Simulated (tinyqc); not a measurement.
Inside a calculation. Model: biaxially strained (001) channel, valley splitting in an inversion layer.

tinyqc, about 0.01 s, one thread, Intel Xeon 2.30GHz (shared host): `OMP_NUM_THREADS=1 python tinyqc.py 2530003 2530004 out.jsonl` Printed values are rounded.

A thin layer grown on a relaxed buffer is stretched in the plane. The two valleys with their long axis along the growth direction (D2) sink against the four in-plane ones (D4); confinement in a triangular well splits them too. Only the lowest subband of each set is kept; one relaxation time, so the weakening of intervalley scattering is left out.

Values chosen for this exercise; values close to those of silicon on relaxed silicon-germanium: temperature T = 273 K; germanium share of the relaxed buffer x = 0.4; lattice mismatch per unit x b1 = 0.0418; elastic constant c11 = 168 GPa; elastic constant c12 = 65.7 GPa; shear deformation potential Xu = 8.83 eV; longitudinal mass ml = 0.941 m0; transverse mass mt = 0.193 m0; confining field F = 1.09 MV/cm; inversion density Ns = 5.4e12 cm^-2.

Constants: q = 1.602176634e-19 C, kB = 1.380649e-23 J/K, hbar = 1.054571817e-34 J s, m0 = 9.1093837015e-31 kg, Vt = kB T/q, hbar^2/(2 m0) = 0.0380998212 eV nm^2. Results are converted to the units shown.

## Strain, stress and splitting

e_par = b1 x, e_perp = -2 (c12/c11) e_par, splitting D = Xu (e_par - e_perp), in-plane stress (c11 + c12 - 2 c12^2/c11) e_par.

e_par = 1.672 %
e_perp = -1.30774 %
D = 263.111 meV
stress = 3.04828 GPa

## Subband edges and densities of states

Levels E(m) = 2.33811 (hbar^2 q^2 F^2/(2 m))^(1/3): E2 = E(ml), E4 = E(mt) + D; N2 = 2 mt kB T/(pi hbar^2), N4 = 4 sqrt(mt ml) kB T/(pi hbar^2).

E2 = 0.183201 eV
E4 = 0.573761 eV
N2 = 3.79332e12 cm^-2
N4 = 1.67520e13 cm^-2

Of the gap E4 - E2 = 391 meV, confinement gives 127 meV.

## Iteration 1: Fermi level by Newton steps

EF at the start = 0.183 eV

f = N2 ln(1 + exp((EF - E2)/Vt)) + N4 ln(1 + exp((EF - E4)/Vt)) - Ns, f' = [N2/(1 + exp((E2 - EF)/Vt)) + N4/(1 + exp((E4 - EF)/Vt))]/Vt, EF(new) = EF - f/f'.

f = -2.78681e12 cm^-2
f' = 8.02784e13 cm^-2/eV
EF after iteration 1 = 0.217714 eV

## Iteration 2: Fermi level by Newton steps

As before.

f = 9.52249e11 cm^-2
f' = 1.31030e14 cm^-2/eV
EF after iteration 2 = 0.210447 eV

## Course of the iteration: Fermi level by Newton steps

Stop when EF changes by less than 1e-10 eV, or after 40 iterations.

Course of the iteration:
```
iteration   EF (eV)  |change| (eV)
1          0.217714         0.0347
2          0.210447        7.27e-3
3          0.210208        2.39e-4
4          0.210207        2.92e-7
5          0.210207       4.36e-13
```

Converged in 5 iterations. At the end the number of correct digits about doubles with each step.

## Share of the light valleys and conductivity mass

EF = 0.210207 eV

EF solves Ns = N2 ln(1 + exp((EF - E2)/Vt)) + N4 ln(1 + exp((EF - E4)/Vt)); f2 is the share in D2, and 1/mc = f2/mt + (1 - f2)(1/mt + 1/ml)/2.

f2 = 0.999999
mc = 0.193000 m0

Without strain f2 would be 0.960 and mc 0.196 m0, so repopulation alone gains 1.6 % in mobility.
